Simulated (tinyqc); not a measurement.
Five-level k.p model folded onto the conduction band: one step. Mass and g factor term by term. Three cases, with inputs chosen for the exercise.

Question. Evaluate at E = Eg.

Second-order sums for the lowest conduction level at E: 1/m = 1 + Cm + (Ep/3)(2/E + 1/(E + Dso)) - (Ep2/3)(2/(E7 + D2 - E) + 1/(E7 - E)); g/2 = 1 + Cg - (Ep/3)(1/E - 1/(E + Dso)) - (Ep2/3)(1/(E7 - E) - 1/(E7 + D2 - E)). E is counted from the top of the valence band; E = Eg at the edge.

Give: Terms; m; g.

Case 1.

Values chosen (near those of InSb; not measured data):
- Eg = 0.243 eV (gap at Gamma to the s-like level)
- Dso = 0.85 eV (spin-orbit splitting)
- Ep = 24.2 eV (Kane energy)
- E7 = 3.2 eV (upper Gamma7 conduction level, from the valence top)
- D2 = 0.33 eV (its spin-orbit splitting, Gamma8 above Gamma7)
- Ep2 = 3.7 eV (Kane energy to the upper levels)
- Cm = 0 (remote term in 1/m)
- Cg = -0.02 (remote term in g/2)

Answer.

Terms:
```
level           part of 1/m  part of g
free + remote        1.0000     1.9600
Gamma8 valence      66.3923   -66.3923
Gamma7 valence       7.3803    14.7606
Gamma8 upper        -0.7504     0.7504
Gamma7 upper        -0.4171    -0.8342
```

m = 0.0136 m0
g = -49.755

The valence levels give 73.77 to 1/m and the upper levels take 1.17 away. In g the two valence terms nearly cancel when Dso is small against Eg; here Dso/Eg = 3.50 and they leave -51.632, the upper pair -0.084.

Case 2.

Values chosen (near those of CdTe; not measured data):
- Eg = 1.515 eV (gap at Gamma to the s-like level)
- Dso = 0.865 eV (spin-orbit splitting)
- Ep = 19.1 eV (Kane energy)
- E7 = 5.27 eV (upper Gamma7 conduction level, from the valence top)
- D2 = 0.32 eV (its spin-orbit splitting, Gamma8 above Gamma7)
- Ep2 = 3.7 eV (Kane energy to the upper levels)
- Cm = -1 (remote term in 1/m)
- Cg = -0.02 (remote term in g/2)

Answer.

Terms:
```
level           part of 1/m  part of g
free + remote        0.0000     1.9600
Gamma8 valence       8.4048    -8.4048
Gamma7 valence       2.6751     5.3501
Gamma8 upper        -0.6053     0.6053
Gamma7 upper        -0.3285    -0.6569
```

m = 0.0986 m0
g = -1.146

The valence levels give 11.08 to 1/m and the upper levels take 0.93 away. In g the two valence terms nearly cancel when Dso is small against Eg; here Dso/Eg = 0.57 and they leave -3.055, the upper pair -0.052.

Case 3.

Values chosen (near those of GaSb; not measured data):
- Eg = 0.8 eV (gap at Gamma to the s-like level)
- Dso = 0.738 eV (spin-orbit splitting)
- Ep = 26.9 eV (Kane energy)
- E7 = 3.08 eV (upper Gamma7 conduction level, from the valence top)
- D2 = 0.34 eV (its spin-orbit splitting, Gamma8 above Gamma7)
- Ep2 = 6 eV (Kane energy to the upper levels)
- Cm = -1.2 (remote term in 1/m)
- Cg = -0.02 (remote term in g/2)

Answer.

Terms:
```
level           part of 1/m  part of g
free + remote       -0.2000     1.9600
Gamma8 valence      22.4167   -22.4167
Gamma7 valence       5.8301    11.6602
Gamma8 upper        -1.5267     1.5267
Gamma7 upper        -0.8772    -1.7544
```

m = 0.0390 m0
g = -9.024

The valence levels give 28.25 to 1/m and the upper levels take 2.40 away. In g the two valence terms nearly cancel when Dso is small against Eg; here Dso/Eg = 0.92 and they leave -10.757, the upper pair -0.228.

Computed by tinyqc, one run a case: `OMP_NUM_THREADS=1 python tinyqc.py N N+1 out.jsonl` with N = 1050526, 1050645, 1050737; one thread of a shared Intel(R) Xeon(R) Processor @ 2.30GHz, about 0.01 s a run at most.
